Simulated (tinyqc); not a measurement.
Single-junction solar cell, detailed-balance limit: effect of the external radiative efficiency.

Every photon above the gap Eg makes one pair and none below is absorbed; carriers thermalise at T and move without loss. Jsc = q fs X Phi(Eg, Ts); the dark current is J0 = q ge Phi(Eg, T)/ERE with the Boltzmann factor exp(V/Vt). The efficiency is the electrical power over fs X sigma Ts^4.

Photon flux above E from a black body at temperature T into a hemisphere: Phi(E, T) = A sum_k exp(-k E/th)[E^2 th/k + 2 E th^2/k^2 + 2 th^3/k^3], k = 1, 2, ..., with th = kB T/q in eV and A = 2 pi q^3/(h^3 c^2). J(V) = Jsc - J0 (exp(V/Vt) - 1); Voc = Vt ln(1 + Jsc/J0); at maximum power v = Vmp/Vt solves (1 + v) exp(v) = 1 + Jsc/J0. Pin = fs X sigma Ts^4, sigma = 2 pi^5 kB^4/(15 h^3 c^2). FF = Vmp Jmp/(Voc Jsc).

Parameters, values chosen for the exercise:
```
symbol    value  unit                                    meaning
T           280     K                           cell temperature
Ts         5778     K          temperature of the black-body sun
fs      2.16e-5        share of the hemisphere filled by the sun
X          1000                                    concentration
ge            1                        number of faces that emit
Eg         2.27    eV                                   band gap
```

Constants: q = 1.602176634e-19 C, kB = 1.380649e-23 J/K, h = 6.62607015e-34 J s, c = 299792458 m/s, Vt = kB T/q. Results are converted to the units shown.

The same in every row: Jsc (mA/cm^2) = 1.417e4.

Effect of the external radiative efficiency:
```
ERE     Voc (V)  Eg/q - Voc (V)      FF  efficiency (%)
1e-6      1.817          0.4529  0.9301           17.54
1e-5      1.873          0.3974  0.9318           18.11
0.0001    1.928          0.3418  0.9334           18.67
0.001     1.984          0.2862  0.9349           19.24
0.01      2.039          0.2307  0.9363           19.81
0.1       2.095          0.1751  0.9377           20.38
1         2.150          0.1196  0.9390           20.95
```

As ERE goes from 1e-6 to 1, Jsc stays at 14200 mA/cm^2, Voc rises from 1.82 to 2.15 V and the efficiency rises from 17.5 to 21.0 %. Each decade of ERE is worth 55.6 mV (Vt ln 10). At ERE = 1 Voc lies within 6 Vt of the gap, where the Boltzmann form of the emission begins to fail.

Program tinyqc, `OMP_NUM_THREADS=1 python tinyqc.py 2820033 2820034 out.jsonl`; Intel Xeon 2.30GHz, shared host, one thread, about 0.01 s.
